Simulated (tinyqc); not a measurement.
Worked calculation: one-electron ion in a basis of Gaussians. Computed by tinyqc, a small Python program that keeps every step. Settings: Z = 4, l = 2. Command: `OMP_NUM_THREADS=1 python tinyqc.py 22798 22799 out.jsonl` (the two numbers bound the seeds that draw the settings). One thread of a shared host (Intel(R) Xeon(R) Processor @ 2.60GHz), about 0.01 s of CPU time with the checks.

## Matrices over normalised Gaussians

exponents of r^l exp(-a r^2) (1/bohr^2): 0.048820  0.128000  0.335700  0.880100  2.308000  6.052000

Z = 4

l = 2

With p = a_i + a_j and I(k) = Gamma((k+1)/2) / (2 p^((k+1)/2)): S = I(2l+2), T = (2l+3) a_i a_j S / p, V = -Z I(2l+1), each divided by sqrt(S_ii S_jj).

S:
```
          1         2         3         4         5         6
1  1.000000  0.675941  0.240907  0.059382  0.012336  0.002388
2  0.675941  1.000000  0.675783  0.240930  0.059363  0.012333
3  0.240907  0.675783  1.000000  0.675979  0.240957  0.059380
4  0.059382  0.240930  0.675979  1.000000  0.675829  0.240897
5  0.012336  0.059363  0.240957  0.675829  1.000000  0.675879
6  0.002388  0.012333  0.059380  0.240897  0.675879  1.000000
```

T (hartree):
```
          1         2         3         4         5          6
1  0.170870  0.167218  0.071875  0.019227  0.004128   0.000810
2  0.167218  0.448000  0.438359  0.188463  0.050394   0.010822
3  0.071875  0.438359  1.174950  1.149880  0.494325   0.132203
4  0.019227  0.188463  1.149880  3.080350  3.014191   1.295676
5  0.004128  0.050394  0.494325  3.014191  8.078000   7.904880
6  0.000810  0.010822  0.132203  1.295676  7.904880  21.182000
```

V (hartree):
```
           1          2          3          4          5          6
1  -0.752190  -0.684208  -0.359603  -0.137772  -0.045588  -0.014201
2  -0.684208  -1.217962  -1.107745  -0.582313  -0.223032  -0.073806
3  -0.359603  -1.107745  -1.972443  -1.794230  -0.943104  -0.361263
4  -0.137772  -0.582313  -1.794230  -3.193705  -2.904803  -1.526787
5  -0.045588  -0.223032  -0.943104  -2.904803  -5.171859  -4.704199
6  -0.014201  -0.073806  -0.361263  -1.526787  -4.704199  -8.374873
```

## Generalised eigenproblem

H = T + V (hartree):
```
           1          2          3          4          5          6
1  -0.581320  -0.516990  -0.287728  -0.118545  -0.041459  -0.013391
2  -0.516990  -0.769962  -0.669386  -0.393849  -0.172638  -0.062984
3  -0.287728  -0.669386  -0.797493  -0.644350  -0.448779  -0.229060
4  -0.118545  -0.393849  -0.644350  -0.113355   0.109389  -0.231111
5  -0.041459  -0.172638  -0.448779   0.109389   2.906141   3.200681
6  -0.013391  -0.062984  -0.229060  -0.231111   3.200681  12.807127
```

Solve H C = S C e through S^(-1/2); each column has its largest component positive (the first on a tie).

eigenvalues of S: 0.060281  0.170355  0.436999  0.961375  1.764990  2.606000

eigenvalues (hartree): -0.888623  -0.498588  -0.201276  1.118374  5.845550  20.718656

coefficients:
```
          1          2          3          4          5          6
1  0.015474   0.947370  -1.120450   0.396287   0.156626  -0.070008
2  0.496088   0.049563   1.804579  -1.104143  -0.465918   0.207588
3  0.506612  -0.465581  -1.032950   1.828153   0.981652  -0.445801
4  0.125935  -0.096513  -0.119854  -1.573963  -1.664516   0.870606
5  0.020741  -0.018535  -0.043928   0.095412   1.666834  -1.481264
6  0.002818  -0.001776  -0.000374  -0.047851  -0.139511   1.522324
```

For Z = 4 and l = 2 the exact lowest level is -Z^2/(2 n^2) with n = l + 1: -0.888889 hartree.
